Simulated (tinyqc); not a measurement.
Full spectrum, Debye and Einstein heat capacities: Born-von Karman spring model of a cubic crystal with one atom per cell. Computed by tinyqc, a small Python program. Command: `OMP_NUM_THREADS=1 python tinyqc.py 3015837 3015838 out.jsonl springs walk`. One thread of a shared host (Intel(R) Xeon(R) Processor @ 2.30GHz), about 0.1 s of CPU time with the checks.

First neighbours lie at a/2 (1,1,0) (12 of them), second at a (1,0,0) (6), with all permutations and signs; the volume per atom is Omega = a^3/4.

Inputs (values chosen for the exercise, for a model crystal): lattice constant a = 4.2 angstrom; atomic mass M = 190 u; radial spring k1L = 1.13 eV/angstrom^2; transverse spring k1T = -0.012 eV/angstrom^2; radial spring k2L = 0.27 eV/angstrom^2; transverse spring k2T = -0.0089 eV/angstrom^2.

Lattice: fcc.

Constants: 1 eV/angstrom^3 = 160.2176634 GPa; u = 1.6605390666e-27 kg; hbar = 1.054571817e-34 J s; k_B = 1.380649e-23 J/K; nu for 1 eV/(angstrom^2 u) = 15.6333042 THz; h x 1 THz = 4.135667696 meV; k_B = 8.617333262e-05 eV/K.

Method:
- [ij,kl] = (1/(2 Omega)) sum_R K_ij R_k R_l; C11 = [xx,xx], C44 = [xx,yy], C12 = 2 [xy,xy] - C44; B = (C11 + 2 C12)/3; Zener ratio A = 2 C44/(C11 - C12). K(R) = kL n n^T + kT (1 - n n^T).
- rho = M/Omega and v = sqrt(C/rho), with C = C11, C44, C44 along [100]; (C11 + C12 + 2 C44)/2, C44, (C11 - C12)/2 along [110]; (C11 + 2 C12 + 4 C44)/3 and twice (C11 - C12 + C44)/3 along [111].
- Christoffel matrix G_xx = C11 n_x^2 + C44 (1 - n_x^2), G_xy = (C12 + C44) n_x n_y, with eigenvalues rho v^2; v_m^-3 is the mean of v^-3 over three branches and all directions (12 Gauss-Legendre points in cos(theta) times 24 angles phi = (j + 1/2) pi/12); q_D = (6 pi^2/Omega)^(1/3); Theta = hbar v_m q_D/k_B.
- A neighbour at R with unit vector n couples by the matrix K(R) = kL n n^T + kT (1 - n n^T), and D(q) = (1/M) sum_R K(R) [1 - cos(q.R)].
- An eigenvalue lambda of D in eV/(angstrom^2 u) gives nu = 15.6333042 THz x sqrt(lambda).
- Mesh: q = sum_i (m_i + 1/2)/n b_i, m_i = 0..n-1, with b = [[-1, 1, 1], [1, -1, 1], [1, 1, -1]] in 2 pi/a; sums are averages over the n^3 points (here n = 14), per atom.
- With x = h nu/(k_B T) and n = 1/(exp(x) - 1) for each mode: F = k_B T [x/2 + ln(1 - exp(-x))], U = k_B T x (n + 1/2), S/k_B = x n - ln(1 - exp(-x)), C/k_B = x^2 n (n + 1).
- Debye: C = 9 k_B (T/Theta)^3 int_0^(Theta/T) x^4 e^x/(e^x - 1)^2 dx with the elastic Theta. Einstein: three modes at the root-mean-square frequency. The last column is the Theta that makes the Debye formula give the full C at that T.

elastic Debye temperature = 192.265 K

root-mean-square frequency = 2.5178 THz

Heat capacity (k_B/atom):
```
T (K)  full spectrum   Debye  Einstein  Theta from C (K)
23            0.6045  0.3703    0.4375            157.20
35            1.3164  0.9418    1.2076            155.75
48            1.8676  1.5067    1.8146            155.66
67            2.3232  2.0535    2.3038            155.76
96            2.6390  2.4750    2.6334            155.86
140           2.8219  2.7351    2.8205            155.93
190           2.9013  2.8518    2.9009            155.96
290           2.9570  2.9351    2.9570            155.98
```

What follows from these numbers?

The apparent Theta runs from 156 to 157 K against the elastic 192 K; at high T it tends to sqrt(5/3) h nu_rms/k_B = 156 K. At the lowest T the Debye value is 0.61 and the Einstein value 0.72 times the full one; dispersion bends the branches below the sound lines, so the real spectrum has more low modes than Debye assumes. At the highest T Debye misses by 0.74 % and Einstein by 0.0027 %.

Extremes, crossings and ranges named in words are read from the listed rows.
